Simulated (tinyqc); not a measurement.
Growth mode over temperature: epitaxial growth on a vicinal surface: Burton-Cabrera-Frank step flow, step-edge barrier and island nucleation. Computed by tinyqc, a small Python program. Command: `OMP_NUM_THREADS=1 python tinyqc.py 3010416 3010417 out.jsonl stepflow walk`. One thread of a shared host (Intel(R) Xeon(R) Processor @ 2.30GHz), about 0.03 s of CPU time with the checks.

Adatoms land at rate F, hop on a square grid (a simplification for hexagonal faces), desorb, or join steps. Lengths are in units of a and n is the adatom coverage. Steps ascend at x = 0 and descend at x = l.

Inputs (values chosen for the exercise, close to those used for Si(001)):
```
quantity                                    value      unit
site spacing a                               3.84  angstrom
step height h                                1.36  angstrom
diffusion barrier E_d                       0.711        eV
desorption energy E_a                        2.94        eV
adatom formation energy E_f                  1.25        eV
step-edge barrier E_s                        0.12        eV
attempt frequency nu                           10       THz
deposition rate F                             1.3  layers/s
miscut angle                                    2   degrees
temperature T                                 880         C
critical nucleus size i                         2         -
binding energy of the critical nucleus E_i   0.56        eV
```

Constants: k_B = 8.617333262e-05 eV/K.

Method:
- D = nu exp(-E_d/(k_B T)) (a^2/s, nu counted per direction); tau = exp(E_a/(k_B T))/nu; x_s = sqrt(D tau); n_eq = exp(-E_f/(k_B T)); terrace width l = h/(a tan(miscut)); Schwoebel length l_s = exp(E_s/(k_B T)) - 1.
- D n'' - n/tau + F = 0 with n(0) = n_eq and -l_s n'(l) = n(l) - n_eq. With u = n - F tau, A = n_eq - F tau, y = l/x_s, s = l_s/x_s: u = A cosh(x/x_s) + B sinh(x/x_s), B = A (1 - cosh y - s sinh y)/(sinh y + s cosh y). Flux into the ascending step J+ = D B/x_s, over the descending one J- = -(D/x_s)(A sinh y + B cosh y); step velocity J+ + J-; growth rate (J+ + J-)/l. For small y: J+ + J- = (F - n_eq/tau) l, J-/J+ = l/(l + 2 l_s).
- Island density on a flat surface without desorption: N = 0.25 (F/D)^(i/(i+2)) exp(E_i/((i+2) k_B T)) per site, with E_i = 0 for i = 1; spacing l_n = N^(-1/2). Step flow needs an effective width l_eff = 2 x(peak) below l_n.
- Temperatures in kelvin are T(C) + 273.15.
- x(peak) solves tanh(x/x_s) = -B/A. Rows where evaporation outweighs deposition are left out.

Scales:
```
T (C)     x_s (a)  l_s (a)  incorporated share  l_n (a)  l_eff/l_n
680    7.8148e+05   3.3102             1.00000   163.14   0.077464
730    3.9737e+05   3.0075             1.00000   189.61   0.065723
780    2.1546e+05   2.7519             1.00000   217.25   0.056648
830    1.2349e+05   2.5337             1.00000   245.86   0.049496
880    7.4278e+04   2.3454             1.00000   275.27   0.043763
930    4.6606e+04   2.1817             0.99998   305.33   0.039097
980    3.0351e+04   2.0381             0.99989   335.87   0.035249
1030   2.0427e+04   1.9113             0.99952   366.78   0.032037
1080   1.4156e+04   1.7986             0.99809   397.93   0.029326
```

What does the comparison show, and why?

The ratio stays below 1: step flow in every row. Incorporation goes from 100.0 % to 99.8 %.

Extremes, crossings and ranges named in words are read from the listed rows.
